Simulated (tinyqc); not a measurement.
Finite line against the semi-infinite law: electromigration in a confined line: Blech product, Korhonen stress evolution and Black's law. Computed by tinyqc, a small Python program. Command: `OMP_NUM_THREADS=1 python tinyqc.py 3014213 3014214 out.jsonl emigr walk`. One thread of a shared host (Intel(R) Xeon(R) Processor @ 2.30GHz), about 0.01 s of CPU time with the checks.

The electron wind pushes atoms from the cathode (x = 0) to the anode (x = L); blocking ends build a back stress (tension positive). The input rho is taken not to change with temperature. d sigma/dt = d/dx [kappa (d sigma/dx + G)], with zero flux at both ends and sigma = 0 at t = 0.

Inputs (values chosen for the exercise, close to those used for copper lines):

| quantity | value | unit |
|---|---|---|
| resistivity rho | 2.84 | micro-ohm cm |
| atomic volume Omega | 11.8 | angstrom^3 |
| effective charge number Z* | 1.3 | - |
| prefactor D0 | 5.3e-08 | m^2/s |
| activation energy E | 0.934 | eV |
| effective modulus B | 22 | GPa |
| critical stress sigma_c | 150 | MPa |
| current density j | 1.9 | MA/cm^2 |
| line length L | 27 | um |
| test temperature T | 260 | C |

Start: stress-free.

Constants: e = 1.602176634e-19 C; k_B = 8.617333262e-05 eV/K; k_B = 1.380649e-23 J/K.

Method:
- G = Z* e rho j/Omega; D = D0 exp(-E/(k_B T)); kappa = D B Omega/(k_B T); drift velocity of an unconfined line v = D Z* e rho j/(k_B T). SI: 1 micro-ohm cm = 1e-8 ohm m, 1 MA/cm^2 = 1e10 A/m^2.
- Temperatures in kelvin are T(C) + 273.15.
- At steady state sigma(x) = G (L/2 - x). A void forms only if the cathode stress reaches sigma_c, that is if j L exceeds (j L)_c = 2 Omega (sigma_c)/(Z* e rho). Time scale tau = L^2/kappa.
- sigma(x, t) = G L [1/2 - x/L - 4 sum_(m odd) cos(m pi x/L) exp(-m^2 pi^2 s)/(m pi)^2], s = t/tau, summed to m = 399.
- Semi-infinite line: sigma(0, t) = 2 G L sqrt(s/pi). One-term form: keep m = 1 alone.

tau = 73.0674 h

stress gradient G = 9.52453 MPa/um

Cathode stress (MPa):

| s | t (h) | full series | semi-infinite | one term |
|---|---|---|---|---|
| 0.002 | 1.4613e-01 | 12.98 | 12.98 | 26.39 |
| 0.005 | 3.6534e-01 | 20.52 | 20.52 | 29.38 |
| 0.01 | 7.3067e-01 | 29.02 | 29.02 | 34.15 |
| 0.02 | 1.4613e+00 | 41.04 | 41.04 | 43.03 |
| 0.05 | 3.6534e+00 | 64.82 | 64.89 | 64.95 |
| 0.1 | 7.3067e+00 | 89.73 | 91.76 | 89.74 |
| 0.2 | 1.4613e+01 | 114.10 | 129.77 | 114.10 |
| 0.4 | 2.9227e+01 | 126.57 | 183.52 | 126.57 |
| 0.8 | 5.8454e+01 | 128.54 | 259.54 | 128.54 |

What follows from these numbers?

Among these rows the semi-infinite law holds to 1 % up to s = 0.05 and the one-term form from s = 0.05 on: the far end is felt once sqrt(kappa t) is no longer small against L, and by then the terms with m > 1 have nearly died out. The critical stress 150 MPa is not reached in these rows.
